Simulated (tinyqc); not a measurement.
Ion-assisted plasma etching: sheath, surface coverage, synergy and aspect-ratio dependence: one step, computed by the program tinyqc.

Radicals adsorb on bare sites; ions remove covered sites with a high yield and bare sites by sputtering; a slow spontaneous reaction acts everywhere, walls included.

Task: Fluxes. Bohm speed u_B = sqrt(e T_e/M_i); ion flux G_i = 0.61 n_e u_B; radical flux G_n = n c/4 with c = sqrt(8 k_B T_g/(pi M_n)).

Inputs (values chosen for the exercise, close to those used for silicon in a halogen plasma): plasma density n_e = 1.4e+11 1/cm^3; electron temperature T_e = 3.3 eV; ion mass M_i = 71 u; radical density n = 1.3e+14 1/cm^3; radical mass M_n = 35.5 u; gas temperature T_g = 600 K.

Feature: round hole.

Constants: e = 1.602176634e-19 C; u = 1.6605390666e-27 kg; k_B = 1.380649e-23 J/K.

Give: Bohm speed; ion flux G_i; radical speed c; radical flux G_n; flux ratio G_n/G_i.

Result:

Bohm speed = 2.1177e+05 cm/s

ion flux G_i = 1.8085e+16 1/(cm^2 s)

radical speed c = 59820 cm/s

radical flux G_n = 1.9442e+18 1/(cm^2 s)

flux ratio G_n/G_i = 107.50
